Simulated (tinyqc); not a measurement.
## Trap density from the barrier height

Question. In a partly depleted grain with all boundary traps filled, 2 N W = Qt and VB = q N W^2/(2 eps0 eps_r). Find Qt, W and the doping at which VB would equal Vt.

Inputs (values chosen for the exercise):
```
symbol  value  unit                meaning
T         300     K            temperature
eps_r    11.7        relative permittivity
```

Constants: q = 1.602176634e-19 C, kB = 1.380649e-23 J/K, Vt = kB T/q, eps0 = 8.8541878128e-14 F/cm where lengths are in cm. Results are converted to the units shown.

doping = 1.3e18 cm^-3
barrier height = 0.065581456 V

Solution. Eliminating W gives VB = q Qt^2/(8 eps0 eps_r N), which falls as 1/N.

Qt = 2.100e12 cm^-2
W = 8.077 nm
doping for VB = Vt = 3.298e18 cm^-3

Numbers from tinyqc (`OMP_NUM_THREADS=1 python tinyqc.py 2830270 2830271 out.jsonl`; about 0.01 s on one thread of a shared Intel Xeon 2.30GHz).
